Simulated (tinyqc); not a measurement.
Vacuum evaporation: vapour pressure, source flux, thickness distribution, purity and step coverage: one step, computed by the program tinyqc.

Molecular flow, unit sticking of the metal, no re-evaporation. The background gas is taken as water vapour (18.015 g/mol, collision diameter 0.37 nm) at 300 K.

Problem. Vapour pressure and flux. log10(p_v/Pa) = A - B/T; flux from the surface Phi = p_v/sqrt(2 pi m k_B T), m = M u. Mass loss = Phi x area x m; heat of evaporation = ln(10) R B; d ln Phi/dT = ln(10) B/T^2 - 1/(2 T).

Inputs (values chosen for the exercise, modelled on silver, with constants for the liquid):

| quantity | value | unit |
|---|---|---|
| molar mass M | 107.87 | g/mol |
| vapour-pressure constant A | 10.74 | - |
| vapour-pressure constant B | 13800 | K |
| source temperature T | 1220 | K |
| source area | 0.48 | cm^2 |

Constants: u = 1.6605390666e-27 kg; k_B = 1.380649e-23 J/K; R = 8.314462618 J/(mol K).

Give: vapour pressure p_v; flux Phi; mass loss; heat of evaporation; change of flux per kelvin.

Solution.

vapour pressure p_v = 0.2682 Pa

flux Phi = 1.948e+17 1/(cm^2 s)

mass loss = 0.06030 g/h

heat of evaporation = 264.2 kJ/mol

change of flux per kelvin = 2.094 %/K

Holding the rate to 1 % needs the temperature to about 0.48 K.
